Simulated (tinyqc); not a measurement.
Undoped symmetric double-gate MOSFET, analytic potential model: one step of the calculation.

An undoped body of thickness ts between two equal insulators and tied gates; long channel, electrons only, n = ni exp((psi - V)/Vt) with V the quasi-Fermi potential (0 at the source, Vd at the drain), constant mobility, no quantisation. Across the body psi(x) = V - 2 Vt ln[(ts/(2 beta)) sqrt(q ni/(2 eps0 eps_r Vt)) cos(2 beta x/ts)], x from the centre. Q is the electron charge per area of the whole body.

Question. beta at the source by Newton steps in z = ln(tan beta). With V = 0, t = exp(z), beta = arctan(t): f = ln(beta) + (1/2) ln(1 + t^2) + 2 r beta t - (Vg - V0)/(2 Vt); with c = t/(1 + t^2), df/dz = c/beta + t c + 2 r t (c + beta); z(new) = z - f/(df/dz).

Inputs (values chosen for the exercise):
```
symbol  value  unit       meaning
T         400     K   temperature
Vg       0.33     V  gate voltage
```

Constants: q = 1.602176634e-19 C, kB = 1.380649e-23 J/K, Vt = kB T/q. Results are converted to the units shown.

z after iteration 1 = -2.2266461
r = 1.8377834
V0 = 0.52981303 V

Find: beta; f; df/dz; z after iteration 2.

Answer.

beta = 0.10747
f = 0.71632
df/dz = 1.0887
z after iteration 2 = -2.8846

Program tinyqc, `OMP_NUM_THREADS=1 python tinyqc.py 2440046 2440047 out.jsonl`; Intel Xeon 2.30GHz, shared host, one thread, about 0.01 s.
